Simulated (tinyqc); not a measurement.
Inside a calculation. Model: electron continuity equation in a given potential, Scharfetter-Gummel discretisation.

tinyqc, about 0.01 s, one thread, Intel Xeon 2.30GHz (shared host): `OMP_NUM_THREADS=1 python tinyqc.py 2220034 2220035 out.jsonl` Printed values are rounded.

Steady state in one dimension: J = q mu n E + q D dn/dx with E = -dpsi/dx and D = mu Vt, dJ/dx = q (n/tau - G), fixed densities nL and nR at the ends. The potential is given, psi = U x/L, and is not changed by the electrons.

Inputs (values chosen for the exercise); mobility close to that of gallium phosphide at room temperature: temperature T = 300 K; electron mobility mu = 253 cm^2/(V s); length of the region L = 1.6 um; density at x = 0 nL = 5.7e12 cm^-3; density at x = L nR = 1.4e12 cm^-3; lifetime tau = 8.2e-10 s; uniform generation rate G = 0 cm^-3 s^-1; potential difference psi(L) - psi(0) U = -0.77 V.

Constants: q = 1.602176634e-19 C, kB = 1.380649e-23 J/K, Vt = kB T/q. Results are converted to the units shown.

## Potential on the mesh

10 equal intervals, h = L/10; psi = U x/L.

psi, node 0 to 10 (V): 0.000000  -0.077000  -0.154000  -0.231000  -0.308000  -0.385000  -0.462000  -0.539000  -0.616000  -0.693000  -0.770000

## Bernoulli factors

d_i = (psi_(i+1) - psi_i)/Vt; B(d) = d/(exp(d) - 1), B(0) = 1. The flux on interval i is J_i = (q D/h) [n_(i+1) B(d_i) - n_i B(-d_i)].

```
interval       d_i   B(d_i)   B(-d_i)
0         -2.97849  3.13813  0.159635
1         -2.97849  3.13813  0.159635
2         -2.97849  3.13813  0.159635
3         -2.97849  3.13813  0.159635
4         -2.97849  3.13813  0.159635
5         -2.97849  3.13813  0.159635
6         -2.97849  3.13813  0.159635
7         -2.97849  3.13813  0.159635
8         -2.97849  3.13813  0.159635
9         -2.97849  3.13813  0.159635
```

The largest |d_i| is 2.98, above 2, where central differences lose the sign pattern that keeps densities positive.

## Tridiagonal system for the inner nodes

Row i (1 to 9): B(-d_(i-1)) n_(i-1) + b_i n_i + B(d_i) n_(i+1) = f_i with b_i = -B(-d_i) - B(d_(i-1)) - h^2/(D tau) and f_i = -G h^2/D; the known end values are moved to the right: f_1 loses B(-d_0) nL and f_9 loses B(d_9) nR. h = L/10, D = mu Vt.

```
node  diagonal b  right side f (cm^-3)
1       -3.34549           -9.09918e11
2       -3.34549                     0
3       -3.34549                     0
4       -3.34549                     0
5       -3.34549                     0
6       -3.34549                     0
7       -3.34549                     0
8       -3.34549                     0
9       -3.34549           -4.39338e12
```

## Densities and current

B(d_i) and B(-d_i) are the Bernoulli factors of the potential steps, b and f the diagonal and right side. Solve B(-d_(i-1)) n_(i-1) + b_i n_i + B(d_i) n_(i+1) = f_i (end values already in f), then J_i = (q D/h) [n_(i+1) B(d_i) - n_i B(-d_i)], h = L/10, D = mu Vt.

n, node 0 to 10 (cm^-3): 5.7e12  1.43908e12  1.24422e12  1.25323e12  1.27275e12  1.29311e12  1.31381e12  1.33485e12  1.35622e12  1.37794e12  1.4e12
J, interval 0 to 9 (A/cm^2): 0.236180  0.240679  0.244569  0.248487  0.252465  0.256508  0.260615  0.264788  0.269028  0.273336

Against a mesh 200 times finer the densities are off by at most 0.044 % of their local values.

## Three discretisations compared

10 equal intervals. Fluxes J_i = (q D/h)(n_(i+1) P_i - n_i Q_i), d_i = (psi_(i+1) - psi_i)/Vt: Scharfetter-Gummel P = B(d), Q = B(-d), B(d) = d/(exp(d) - 1); central P = 1 - d/2, Q = 1 + d/2; upwind P = 1 + max(-d, 0), Q = 1 + max(d, 0). Balance at each inner node: J_i - J_(i-1) = q h (n_i/tau - G). The reference is Scharfetter-Gummel on 2000 intervals.

Densities (cm^-3):
```
node  Scharfetter-Gummel   central    upwind  reference
0               5.700e12  5.700e12  5.700e12   5.700e12
1               1.439e12  3.412e11  2.329e12   1.439e12
2               1.244e12  1.401e12  1.509e12   1.244e12
3               1.253e12  1.220e12  1.321e12   1.253e12
4               1.273e12  1.279e12  1.290e12   1.272e12
5               1.293e12  1.292e12  1.298e12   1.293e12
6               1.314e12  1.314e12  1.315e12   1.314e12
7               1.335e12  1.335e12  1.335e12   1.335e12
8               1.356e12  1.356e12  1.356e12   1.356e12
9               1.378e12  1.378e12  1.378e12   1.378e12
10              1.400e12  1.400e12  1.400e12   1.400e12
```

Largest errors as a share of the largest reference density listed: Scharfetter-Gummel 0.010 %, central 19 %, upwind 16 %. The largest |d| is 2.98. Central differences oscillate from node to node, since P or Q changes sign once |d| exceeds 2. Upwinding stays positive but acts as if D were larger by the factor 1 + |d|/2, up to 2.49 here.
